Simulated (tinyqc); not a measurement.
MESFET, gradual channel with velocity saturation: two steps of the calculation.

A uniformly doped n-type channel, depleted from the top by a Schottky gate; at channel potential V the depleted share of a is u = sqrt((Vbi - Vg + V)/Vp), s at the source. Electrons drift with v = mu E/(1 + mu E/vsat). Abrupt depletion edge, no series resistance, source at 0.

Inputs (values chosen for the exercise); material values those of a made-up semiconductor:
- T = 400 K (temperature)
- eps_r = 9.73 (relative permittivity of the semiconductor)
- Nc = 8.39e17 cm^-3 (conduction-band density of states at T)
- Nd = 2.4e17 cm^-3 (donor density of the channel)
- a = 130 nm (channel thickness)
- mu = 2800 cm^2/(V s) (low-field mobility at this doping)
- vsat = 1e7 cm/s (saturation velocity)
- L = 5 um (gate length)
- W = 100 um (gate width)
- phiB = 1.04 V (Schottky barrier)
- Vg = 0 V (gate voltage)
- Vd = 0.95 V (drain voltage)

Constants: q = 1.602176634e-19 C, kB = 1.380649e-23 J/K, Vt = kB T/q, eps0 = 8.8541878128e-14 F/cm where lengths are in cm. Results are converted to the units shown.

Question 1. Built-in and pinch-off voltages. Vbi = phiB - Vt ln(Nc/Nd); Vp = q Nd a^2/(2 eps0 eps_r); G0 = q mu Nd a W/L; Z = mu Vp/(vsat L); s = sqrt((Vbi - Vg)/Vp). VT = Vbi - Vp.

Give: Vbi; Vp; VT; G0; Z; s.

Answer 1.

Vbi = 0.9969 V
Vp = 3.772 V
VT = -2.775 V
G0 = 27.99 mS
Z = 2.112
s = 0.5141

Z = 2.11: velocity saturation matters.

Question 2. Current below saturation. u = sqrt((Vbi - Vg + Vd)/Vp). I = (G0 Vp/3) F/(1 + Z (u^2 - s^2)), F = 3 (u^2 - s^2) - 2 (u^3 - s^3), with u at V = Vd; Z = 0 gives constant mobility, for which u stops at 1.

Vbi = 0.99685916 V
Vp = 3.7715231 V
G0 = 27.993230 mS
Z = 2.1120529
s = 0.51411291

Find: u; F; I for Z = 0; I.

Answer 2.

u = 0.7185
F = 0.2857
I for Z = 0 = 10.05 mA
I = 6.563 mA

The falling mobility lowers the current by 34.7 %.

Numbers from tinyqc (`OMP_NUM_THREADS=1 python tinyqc.py 2500057 2500058 out.jsonl`; about 0.04 s on one thread of a shared Intel Xeon 2.30GHz).
